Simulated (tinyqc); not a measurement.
Energy relaxation with and without hot phonons: decay of LO phonons and the hot-phonon bottleneck in the cooling of electrons. Computed by tinyqc, a small Python program. Command: `OMP_NUM_THREADS=1 python tinyqc.py 3026854 3026855 out.jsonl hotphonon walk`. One thread of a shared host (Intel(R) Xeon(R) Processor @ 2.30GHz), about 0.01 s of CPU time with the checks.

n(E, T) = 1/(exp(E/(k_B T)) - 1) is the Bose occupation. Electrons have a temperature T_e; the LO modes within their reach share one occupation N; the decay products stay at the lattice temperature.

Inputs (values chosen for the exercise, modelled on gallium nitride):
```
quantity                                             value    unit
LO energy hbar omega                                  90.9     meV
lifetime at T = 0, tau_0                                 3      ps
share f of the energy in the softer product           0.26       -
lattice temperature T                                  300       K
electron mass m*                                     0.208     m_0
eps_inf                                               5.43       -
static dielectric constant eps_s                      9.32       -
electron density n                                 1.4e+19  1/cm^3
density of LO modes that the electrons reach, N_m  7.1e+19  1/cm^3
```

Decay channel: two unequal phonons (Ridley).

Constants: k_B = 8.617333262e-05 eV/K; c = 299792458 m/s; e^2/(4 pi eps_0) = 14.39964548 eV angstrom; hbar^2/(2 m_0) = 3.80998212 eV angstrom^2; hbar = 6.582119569e-16 eV s; e = 1.602176634e-19 C; k_B = 1.380649e-23 J/K.

Method:
- Decay rate 1/tau = (1/tau_0) [1 + n(f hbar omega) + n((1 - f) hbar omega)].
- Full width Gamma = 1/(2 pi c tau) in 1/cm, c in cm/s.
- Froehlich coupling alpha = (e^2/(4 pi eps_0)) (1/eps_inf - 1/eps_s) k_0/(2 hbar omega), k_0 = sqrt(m* hbar omega/(hbar^2/(2 m_0))); emission time tau_sp = hbar/(2 alpha hbar omega); bottleneck ratio r = (n/N_m) tau/tau_sp.
- Net emission per electron: [(N + 1) x - N]/tau_sp with x = exp(-hbar omega/(k_B T_e)), a simple two-level balance; steady state of the modes: n [(N + 1) x - N]/tau_sp = N_m (N - N_0)/tau; power per electron P = hbar omega [(N + 1) x - N]/tau_sp.
- P(T_e) = (hbar omega/tau_sp) [(N_0 + 1) x - N_0]/[1 + r (1 - x)], and r = 0 without hot phonons; energy relaxation time tau_E = (3/2) k_B (T_e - T)/P.

emission time tau_sp = 8.44166 fs

equilibrium LO occupation N_0 = 0.0306229

bottleneck ratio r = 40.0645

phonon lifetime tau = 1.71521 ps

Cooling:
```
T_e (K)  P, cold phonons (nW)  P, hot phonons (nW)   ratio  tau_E (ps)         N
330                    19.899              0.50472  39.426      1.2310  0.042344
380                    57.927               1.5019  38.569      1.1031  0.065502
450                    117.74               3.1633  37.221     0.98203   0.10408
600                    253.66               7.4260  34.158     0.83664   0.20308
800                    422.83               13.934  30.346     0.74316   0.35420
1100                   628.69               24.455  25.708     0.67749   0.59853
1600                   866.82               42.612  20.342     0.63181    1.0202
2300                   1071.2               68.063  15.738     0.60854    1.6112
```

What follows from these numbers?

Reabsorption cuts the loss by a factor 39.4 at the lowest T_e and 15.7 at the highest; the factor is 1 + r (1 - x) with r = 40.1. tau_E runs from 1.2 to 0.61 ps, with its shortest value, 0.61 ps, at T_e = 2300 K, against tau_sp = 8.4 fs and a phonon lifetime of 1.7 ps. For r (1 - x) much above 1 the loss tends to hbar omega (N_m/n)(n(hbar omega, T_e) - N_0)/tau, in which tau_sp no longer appears. In the coldest rows the electrons are degenerate, so (3/2) k_B (T_e - T) overstates their excess energy. Pauli blocking is left out, as are upper valleys and non-parabolic bands, which can matter above about 1000 K.

Extremes, crossings and ranges named in words are read from the listed rows.
